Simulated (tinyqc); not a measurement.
Scaling the whole coupling: critical temperature from a phonon spectrum: McMillan, Allen-Dynes and the linearised Eliashberg equation. Computed by tinyqc, a small Python program. Command: `OMP_NUM_THREADS=1 python tinyqc.py 3001197 3001198 out.jsonl eliashberg walk`. One thread of a shared host (Intel(R) Xeon(R) Processor @ 2.30GHz), about 0.02 s of CPU time with the checks.

alpha^2 F(omega) = sum_i (lambda_i omega_i/2) delta(omega - omega_i), so that lambda = 2 int alpha^2 F/omega d omega = sum_i lambda_i.

Inputs (values chosen for the exercise, for a model metal): peak energy omega_1 = 23.6 meV; coupling lambda_1 = 0.611; Coulomb pseudopotential mu* = 0.15.

Peaks in alpha^2 F: one.

Constants: k_B = 8.617333262e-05 eV/K.

Method:
- omega_log = exp(sum lambda_i ln omega_i / lambda); omega_rms = sqrt(sum lambda_i omega_i^2 / lambda).
- McMillan form: k_B T_c = (omega_log/1.2) exp[-1.04 (1 + lambda)/(lambda - mu* (1 + 0.62 lambda))]. Allen-Dynes multiplies it by f1 f2: f1 = [1 + (lambda/L1)^(3/2)]^(1/3), L1 = 2.46 (1 + 3.8 mu*); f2 = 1 + (omega_rms/omega_log - 1) lambda^2/(lambda^2 + L2^2), L2 = 1.82 (1 + 6.3 mu*) omega_rms/omega_log.
- Linearised Eliashberg equation at omega_n = (2n + 1) pi k_B T, n = 0..N-1: lambda(j) = sum_i lambda_i omega_i^2/(omega_i^2 + (2 pi j k_B T)^2); K_mn = lambda(m - n) + lambda(m + n + 1) - 2 mu*(N) - delta_mn [2m + 1 + lambda(0) + 2 sum_(j=1..m) lambda(j)], with 1/mu*(N) = 1/mu* + ln(omega_rms/omega_N), omega_N = (2N + 1) pi k_B T. T_c is where the largest eigenvalue rho of K is zero.
- N is the smallest integer at or above 8 omega_max/(2 pi k_B T_AD), omega_max the highest peak and T_AD the Allen-Dynes value.
- All lambda_i are multiplied by s. The last column is the large-lambda limit for mu* = 0, k_B T_c = 0.1827 omega_rms sqrt(lambda).

lambda = 0.611

omega_rms = 23.6 meV

omega_log = 23.6 meV

T_c (K):
```
s    lambda  McMillan  Allen-Dynes  Eliashberg  large-lambda limit
1.0  0.6110     3.615        3.689       3.416              39.111
1.3  0.7943     8.662        8.924       8.433              44.593
1.7  1.0387    15.699       16.397      15.800              50.994
2.3  1.4053    24.680       26.367      25.781              59.315
3.2  1.9552    34.367       38.078      37.667              69.964
```

What does the comparison show, and why?

McMillan/Eliashberg runs from 1.06 at lambda = 0.61 to 0.91 at 1.96: the exponential form levels off at large lambda, while the true T_c keeps rising (exponent 1.15 between the last rows, tending to 1/2). Allen-Dynes stays within about 8 % over the table. The last row reaches 54 % of the mu* = 0 limit; with mu* above zero T_c stays below that line at any lambda.

Extremes, crossings and ranges named in words are read from the listed rows.
